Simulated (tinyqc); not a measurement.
Shrinking the pitch: stress in a transistor channel from embedded alloy regions, liners and fins, by half-space elasticity. Computed by tinyqc, a small Python program. Command: `OMP_NUM_THREADS=1 python tinyqc.py 3027581 3027582 out.jsonl stressor walk`. One thread of a shared host (Intel(R) Xeon(R) Processor @ 2.30GHz), about 0.01 s of CPU time with the checks.

Plane strain in an isotropic half-space, the same constants everywhere; x along the channel from its centre, y downwards from the free surface; stress is positive in tension.

Inputs (values chosen for the exercise, modelled on silicon):
```
quantity                          value  unit
alloy fraction x                  0.012     -
lattice change per unit x, beta  -0.436     -
Young's modulus E                   165   GPa
Poisson ratio nu                   0.23     -
channel length L                     34    nm
length of each stressor S            55    nm
recess depth d                       85    nm
depth of the field point y            2    nm
```

Stressor: Si(1-x)C(x) source and drain.

Method:
- Misfit e = beta x. A fully constrained inclusion holds the stress -p with p = E e/(1 - 2 nu); a blanket film would hold -E e/(1 - nu) in the plane.
- A line element dA of misfit at (a, c) in the half-space gives, with C = E e/(2 pi (1 - nu)), X = x - a, r1^2 = X^2 + (y - c)^2, r2^2 = X^2 + Y^2, Y = y + c: s_xx = -C dA {[X^2 - (y - c)^2]/r1^4 + 3 [X^2 - Y^2]/r2^4 + 4 y Y (Y^2 - 3 X^2)/r2^6}, s_yy = C dA {[X^2 - (y - c)^2]/r1^4 - [X^2 - Y^2]/r2^4 + 4 y Y (Y^2 - 3 X^2)/r2^6}. These are integrated over two rectangles, L/2 < |a| < L/2 + S, 0 < c < d (closed form in a, 200 Gauss-Legendre points in c).
- L and S are scaled together at fixed d, then S alone, then L alone.

misfit e = -0.005232

S_xx at the centre (MPa):
```
scale  L and S scaled  S alone  L alone
0.35           -29.05    200.4   374.87
0.50           176.27    297.2   482.03
0.70           376.70    420.2   548.98
1.00           584.71    584.7   584.71
1.40           753.56    764.8   586.26
2.00           870.57    965.5   553.80
3.00           895.91   1179.5   475.25
```

What follows from these numbers?

Halving S alone keeps 0.51 of the stress, halving L alone gives 0.82, and halving both 0.30: a shorter channel brings the walls closer but puts y deeper relative to L, where the surface amplifies less, a shorter stressor brings its far wall, which pulls the other way, closer too. Neighbouring devices are left out.
